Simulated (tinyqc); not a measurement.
Born-von Karman spring model of a cubic crystal with one atom per cell: one step, computed by the program tinyqc.

First neighbours lie at a/2 (1,1,1) (8 of them), second at a (1,0,0) (6), with all permutations and signs; the volume per atom is Omega = a^3/2.

Problem. Frequencies at the zone boundary. A neighbour at R with unit vector n couples by the matrix K(R) = kL n n^T + kT (1 - n n^T), and D(q) = (1/M) sum_R K(R) [1 - cos(q.R)]. An eigenvalue lambda of D in eV/(angstrom^2 u) gives nu = 15.6333042 THz x sqrt(lambda).

Inputs (values chosen for the exercise, for a model crystal): atomic mass M = 57.1 u; radial spring k1L = 4.86 eV/angstrom^2; transverse spring k1T = -0.16 eV/angstrom^2; radial spring k2L = 2.7 eV/angstrom^2; transverse spring k2T = 0.099 eV/angstrom^2.

Lattice: bcc.

Constants: nu for 1 eV/(angstrom^2 u) = 15.6333042 THz.

Give: Frequencies (THz) at points given in 2 pi/a.

Solution.

Frequencies (THz) at points given in 2 pi/a:
```
point                nu 1    nu 2    nu 3
H (1, 0, 0)        10.180  10.180  10.180
N (0.5, 0.5, 0)     6.515   7.430  12.531
P (0.5, 0.5, 0.5)  10.072  10.072  10.072
```
